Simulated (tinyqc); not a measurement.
Anisotropic elasticity and sound waves of a cubic crystal: one step, computed by the program tinyqc.

Voigt order 1..6 = xx, yy, zz, yz, xz, xy, with engineering shear strains. The rotated frame has x' as named, z' along the wafer normal and y' = z' x x'.

Problem. Compliances and anisotropy. S11 = (C11 + C12)/D, S12 = -C12/D, D = (C11 - C12)(C11 + 2 C12), S44 = 1/C44. Zener ratio A = 2 C44/(C11 - C12); S0 = S11 - S12 - S44/2; H = 2 C44 + C12 - C11.

Inputs (values chosen for the exercise, modelled on tantalum): C11 = 269.1 GPa; C12 = 157.5 GPa; C44 = 82.51 GPa.

Frame: (001) wafer, x' along [210].

Give: S11; S12; S44; Zener ratio A; S0; H.

Solution.

S11 = 6.544 1/TPa

S12 = -2.416 1/TPa

S44 = 12.12 1/TPa

Zener ratio A = 1.479

S0 = 2.901 1/TPa

H = 53.42 GPa
